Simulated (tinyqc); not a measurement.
Ballistic Schottky-barrier transistor with a two-dimensional channel, WKB contacts: one step of the calculation.

Source Fermi level 0, drain Fermi level -Vd. Far from the contacts Ec = pn - psi, and the gate moves psi one to one; the band edges relax as exp(-x/lam) from pn at the source and pn - Vd at the drain; Ev = Ec - Eg. A carrier of energy w inside the channel band meets at a contact a barrier of height D (the contact edge beyond the channel edge): T = 1 for w >= D, else exp(-S), S = 4 lam sqrt(m/C) [sqrt(D - w) - sqrt(w) arctan sqrt((D - w)/w)], C = hbar^2/(2 m0). The two contacts combine as Ts Td/(Ts + Td - Ts Td).

Task. Transmission of one of the electrons. S and T at both contacts for w = w0, and the tunnelling distance lam ln(D/w) at the higher barrier.

Values chosen for this exercise; channel values close to those of a molybdenum disulphide layer:
```
symbol,value,unit,meaning
mn,0.49,m0,electron mass
lam,1.3,nm,screening length at the contacts
w0,0.28,eV,energy of one carrier inside the channel band
```

Constants: q = 1.602176634e-19 C, hbar = 1.054571817e-34 J s, m0 = 9.1093837015e-31 kg, hbar^2/(2 m0) = 0.0380998212 eV nm^2. Results are converted to the units shown.

D for electrons (eV): source 0.46000000, drain 0.16000000

Find: S at the source; S at the drain; combined T; tunnelling distance.

Result.

S at the source = 1.2429
S at the drain = 0
combined T = 0.28854
tunnelling distance = 0.64537 nm

Range of the model: No scattering, image-force lowering, channel charge or band-to-band tunnelling; parabolic kappa overstates S deep in the gap.

Numbers from tinyqc (`OMP_NUM_THREADS=1 python tinyqc.py 2390135 2390136 out.jsonl`; about 0.5 s on one thread of a shared Intel Xeon 2.30GHz).
